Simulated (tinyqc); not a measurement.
Ballistic Schottky-barrier transistor with a two-dimensional channel, WKB contacts: one step of the calculation.

Source Fermi level 0, drain Fermi level -Vd. Far from the contacts Ec = pn - psi, and the gate moves psi one to one; the band edges relax as exp(-x/lam) from pn at the source and pn - Vd at the drain; Ev = Ec - Eg. A carrier of energy w inside the channel band meets at a contact a barrier of height D (the contact edge beyond the channel edge): T = 1 for w >= D, else exp(-S), S = 4 lam sqrt(m/C) [sqrt(D - w) - sqrt(w) arctan sqrt((D - w)/w)], C = hbar^2/(2 m0). The two contacts combine as Ts Td/(Ts + Td - Ts Td).

Question. Current of the electrons on a coarse grid. I/W = g (2 q^2/h) int T(w) [N(Es + w) - N(Ed + w)] dw with w the energy of motion along the channel, N(y) = (1/2 pi) sqrt(pi m kB T/C) Fm(-y/kB T), Fm(x) = (1/sqrt(pi)) int_0^infinity u^(-1/2)/(1 + exp(u - x)) du. Electrons: Ds = psi, Dd = psi - Vd, Es = Ec, Ed = Ec + Vd. Holes: Ds = -psi, Dd = Vd - psi, Es = -Ev, Ed = -Ev - Vd. The size of each current is taken; both flow from drain to source and add. Simpson's rule on nE equally spaced w from 0 to wm.

Values chosen for this exercise; channel values close to those of an ultrathin silicon body with silicide contacts: temperature T = 300 K; barrier for electrons at both contacts pn = 0.76 eV; electron mass mn = 0.2 m0; valleys or subbands g = 2; screening length at the contacts lam = 2 nm; drain bias Vd = 0.3 V; band shift psi of the channel by the gate ps = 0.67 V; upper end of the grid wm = 0.85 eV; points of the grid nE = 15.

Constants: q = 1.602176634e-19 C, kB = 1.380649e-23 J/K, hbar = 1.054571817e-34 J s, h = 6.62607015e-34 J s, m0 = 9.1093837015e-31 kg, Vt = kB T/q, hbar^2/(2 m0) = 0.0380998212 eV nm^2. Results are converted to the units shown.

Wanted: w; Ts; Td; T; size of the supply difference; current.

Answer.

w, point 0 to 14 (eV): [0.0000, 0.0607, 0.1214, 0.1821, 0.2429, 0.3036, 0.3643, 0.4250, 0.4857, 0.5464, 0.6071, 0.6679, 0.7286, 0.7893, 0.8500]
Ts, point 0 to 14: [3.050e-7, 1.852e-4, 0.001744, 0.008186, 0.02661, 0.06794, 0.1452, 0.2691, 0.4421, 0.6513, 0.8612, 0.9991, 1.000, 1.000, 1.000]
Td, point 0 to 14: [1.439e-5, 0.006854, 0.04970, 0.1755, 0.4156, 0.7368, 0.9928, 1.000, 1.000, 1.000, 1.000, 1.000, 1.000, 1.000, 1.000]
T, point 0 to 14: [2.986e-7, 1.804e-4, 0.001688, 0.007883, 0.02565, 0.06633, 0.1450, 0.2691, 0.4421, 0.6513, 0.8612, 0.9991, 1.000, 1.000, 1.000]
size of the supply difference, point 0 to 14 (1/um): [3.129, 0.3047, 0.02916, 0.002785, 2.660e-4, 2.541e-5, 2.427e-6, 2.318e-7, 2.214e-8, 2.114e-9, 2.019e-10, 1.929e-11, 1.842e-12, 1.759e-13, 1.680e-14]
current = 0.001344 uA/um

Range of the model: No scattering, image-force lowering, channel charge or band-to-band tunnelling; parabolic kappa overstates S deep in the gap.

Numbers from tinyqc (`OMP_NUM_THREADS=1 python tinyqc.py 2390022 2390023 out.jsonl`; about 0.3 s on one thread of a shared Intel Xeon 2.30GHz).
